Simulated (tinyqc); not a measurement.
Pariser-Parr-Pople SCF with singles CI, for the molecule O=Cc1c[cH-]cn1 (SMILES; centres numbered as the heavy atoms are written), step by step. One step of it, computed by the program tinyqc.

Task: PPP integrals. Ohno: gamma = 14.399645/sqrt(R^2 + a^2), a = 2 x 14.399645/(gamma_rr + gamma_ss); H_rr = -W_r - sum_(s != r) z_s gamma_rs; H_rs = beta for bonds.

Centres (angstrom, eV; a flat drawing with bonds scaled to 1.40 angstrom):
```
centre,x,y,core charge z,W,gamma_rr
1O,-2.628000,0.423000,1,17.700000,15.200000
2C,-1.659000,-0.587000,1,11.160000,11.130000
3C,-0.299000,-0.252000,1,11.160000,11.130000
4C,0.771000,-1.155000,1,11.160000,11.130000
5C,1.960000,-0.417000,1,11.160000,11.130000
6C,1.626000,0.943000,1,11.160000,11.130000
7N,0.229000,1.044000,1,14.100000,12.300000
```

Resonance integrals (eV):
```
i,j,beta
1,2,-2.260000
2,3,-2.150000
3,4,-2.150000
4,5,-2.150000
5,6,-2.150000
6,7,-2.260000
7,3,-2.260000
```

Give: repulsion gamma_rs; core matrix H.

Result:

repulsion gamma_rs (eV):
```
,1O,2C,3C,4C,5C,6C,7N
1O,15.2000,8.1063,5.4132,3.6886,3.0057,3.2556,4.6367
2C,8.1063,11.1300,7.5520,5.1227,3.7430,3.7423,5.1773
3C,5.4132,7.5520,11.1300,7.5535,5.5203,5.5190,7.7310
4C,3.6886,5.1227,7.5535,11.1300,7.5556,5.5194,5.5881
5C,3.0057,3.7430,5.5203,7.5556,11.1300,7.5527,5.5874
6C,3.2556,3.7423,5.5190,5.5194,7.5527,11.1300,7.7272
7N,4.6367,5.1773,7.7310,5.5881,5.5874,7.7272,12.3000
```

core matrix H (eV):
```
,1O,2C,3C,4C,5C,6C,7N
1O,-45.8060,-2.2600,0.0000,0.0000,0.0000,0.0000,0.0000
2C,-2.2600,-44.6036,-2.1500,0.0000,0.0000,0.0000,0.0000
3C,0.0000,-2.1500,-50.4490,-2.1500,0.0000,0.0000,-2.2600
4C,0.0000,0.0000,-2.1500,-46.1879,-2.1500,0.0000,0.0000
5C,0.0000,0.0000,0.0000,-2.1500,-44.1247,-2.1500,0.0000
6C,0.0000,0.0000,0.0000,0.0000,-2.1500,-44.4761,-2.2600
7N,0.0000,0.0000,-2.2600,0.0000,0.0000,-2.2600,-50.5476
```
